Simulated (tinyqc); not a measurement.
## Weibull slope from two areas

Problem. Oxide breakdown times follow a Weibull law, F = 1 - exp(-(t/t63)^beta). For defects spread at random t63 goes as A^(-1/beta). Find beta and the time at which the share Fp of the area-A2 devices has failed, t63(A2) (-ln(1 - Fp))^(1/beta).

Values chosen for this exercise: area of a test capacitor A1 = 3600 um^2; gate area of the product A2 = 1e6 um^2; allowed share of failed products Fp = 0.0001.

t63 at the areas A1 and A2 (s): [42, 4.0275598]

Solution. beta = ln(A2/A1)/ln(t63(A1)/t63(A2)).

beta = 2.40
time to Fp = 0.0868 s

Numbers from tinyqc (`OMP_NUM_THREADS=1 python tinyqc.py 2070084 2070085 out.jsonl`; about 0.01 s on one thread of a shared Intel Xeon 2.30GHz).
